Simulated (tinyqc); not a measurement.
Frequency dispersion of an accumulation capacitance by border traps, distributed model: one step of the calculation.

Traps spread evenly through the insulator exchange electrons with the semiconductor by tunnelling, with tau(x) = t0 exp(2 ka x) at depth x from the interface. The admittance per area Y seen at depth x obeys dY/dx = -Y^2/(i w eps0 eox) + q Nb ln(1 + i w tau)/tau, with Y(0) = i w Cs and w = 2 pi f; the gate sees Y(tox) = G + i w C. Working variable y = Y/(i w), in uF/cm^2. Cox = eps0 eox/tox.

Task. Scales and lumped estimate. Cox; trap-free value 1/(1/Cox + 1/Cs); response depth d = ln(1/(w t0))/(2 ka), where w tau = 1; lumped estimate: all traps within d act as C_bt = q Nb d placed at d/2, so C = 1/{1/[1/(1/Cs + d/(2 eps0 eox)) + C_bt] + (tox - d/2)/(eps0 eox)}.

Inputs (values chosen for the exercise); permittivity close to that of aluminium oxide: relative permittivity of the insulator eox = 8.13; insulator thickness tox = 9.7 nm; semiconductor capacitance in accumulation Cs = 1.2 uF/cm^2; density of border traps Nb = 5e18 cm^-3 eV^-1; decay constant of the wave function in the insulator ka = 5.1 1/nm; time constant of a trap at the interface t0 = 3e-9 s; frequency f = 1e6 Hz.

Constants: q = 1.602176634e-19 C, eps0 = 8.8541878128e-14 F/cm where lengths are in cm. Results are converted to the units shown.

Give: Cox; trap-free C; d; C_bt; lumped C.

Result.

Cox = 0.74211 uF/cm^2
trap-free C = 0.45854 uF/cm^2
d = 0.38934 nm
C_bt = 0.031190 uF/cm^2
lumped C = 0.46331 uF/cm^2

The traps within reach amount to 0.0260 Cs and lie in the first 4.01 % of the insulator.

Program tinyqc, `OMP_NUM_THREADS=1 python tinyqc.py 2202142 2202143 out.jsonl`; Intel Xeon 2.30GHz, shared host, one thread, about 0.5 s.
